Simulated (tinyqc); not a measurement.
Interface traps by the conductance method, a continuum of levels: two steps of the calculation.

MOS capacitor on an n-type substrate; psi is the band bending, negative in depletion; only majority carriers are counted. The traps exchange electrons with the conduction band; their admittance lies in parallel with Cd, and that pair in series with Cox and Rs. w = 2 pi f.

Inputs (values chosen for the exercise); band and dielectric values close to those of silicon:
```
symbol    value         unit                              meaning
T           200            K                          temperature
eps_r      11.7                             relative permittivity
Nd         7e16        cm^-3                        donor density
EOT         3.8           nm           equivalent oxide thickness
ps       -0.079            V                     band bending psi
sn      1.7e-15         cm^2  capture cross-section for electrons
vth       1.9e7         cm/s                     thermal velocity
Dit      1.3e12  cm^-2 eV^-1               interface trap density
```

Constants: q = 1.602176634e-19 C, kB = 1.380649e-23 J/K, Vt = kB T/q, eps0 = 8.8541878128e-14 F/cm where lengths are in cm. Results are converted to the units shown.

Task 1. Capacitances and time constant. Cox = 3.9 eps0/EOT, LD = sqrt(eps0 eps_r Vt/(q Nd)), u = psi/Vt, Cd = (eps0 eps_r/(sqrt(2) LD)) |exp(u) - 1|/sqrt(exp(u) - u - 1); ns = Nd exp(u); tau = 1/(sn vth ns), Cit = q Dit (Dit per eV).

Find: Cox; Cd; ns; tau; Cit.

Result 1.

Cox = 908.72 nF/cm^2
Cd = 303.11 nF/cm^2
ns = 7.1513e14 cm^-3
tau = 4.3292e-8 s
Cit = 208.28 nF/cm^2

Task 2. Extraction from the readings. Ignoring Rs: Gp/w = w Cox^2 Gm/[Gm^2 + w^2 (Cox - Cm)^2].

Cox = 908.71928 nF/cm^2
Cm = 295.50637 nF/cm^2
Gm/w = 63.424889 nF/cm^2

Wanted: extracted Gp/w.

Result 2.

extracted Gp/w = 137.8 nF/cm^2

The uncorrected series resistance makes this 78 % above the true Gp/w.

Program tinyqc, `OMP_NUM_THREADS=1 python tinyqc.py 2030082 2030083 out.jsonl`; Intel Xeon 2.30GHz, shared host, one thread, about 0.01 s.
